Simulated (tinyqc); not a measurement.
Free-carrier optics of a doped semiconductor (Drude model with one polar phonon): one step. Dielectric function at one energy. Two cases, with inputs chosen for the exercise.

Problem. Insert the numbers.

eps(E) = ei [1 - Ep^2/(E^2 + i E Gam)] + (es - ei) wT^2/(wT^2 - E^2 - i E gT), with Ep^2 = 8 pi c (e^2/(4 pi eps0)) N/(m ei), c = hbar^2/2m0, N in 1/angstrom^3 (1e-24 per 1/cm^3); Gam = hbar/tau, tau = mu m m0/e with m0/e = 5.685630e-12 kg/C and mu in m^2/(V s). Energies in meV.

Case 1.

Values chosen (mass and dielectric values near those of GaAs; N and mu are free inputs; interband absorption and the rise of the mass with filling are left out; not measured data): E = 112.5 meV (photon energy); ei = 10.61 (high-frequency dielectric constant); wT = 33.1 meV (TO phonon); es = 12.48 (static dielectric constant); gT = 0.4 meV (phonon damping).

Ep = 51.3871 meV
Gam = 5.4201 meV

Case 2.

Values chosen (mass and dielectric values near those of GaN; N and mu are free inputs; interband absorption and the rise of the mass with filling are left out; not measured data): E = 71.4 meV (photon energy); ei = 5.37 (high-frequency dielectric constant); wT = 68.8 meV (TO phonon); es = 9.61 (static dielectric constant); gT = 0.8 meV (phonon damping).

Ep = 84.1083 meV
Gam = 26.8478 meV

Give: free-carrier term; eps.

Solution.

Case 1.

free-carrier term = -2.2086+0.1064i
eps = 8.2242+0.1071i

Case 2.

free-carrier term = -6.5286+2.4549i
eps = -54.8972+10.8757i

Computed by tinyqc, one run a case: `OMP_NUM_THREADS=1 python tinyqc.py N N+1 out.jsonl` with N = 1651163, 1651591; one thread of a shared Intel(R) Xeon(R) Processor @ 2.30GHz, about 0.01 s a run at most.
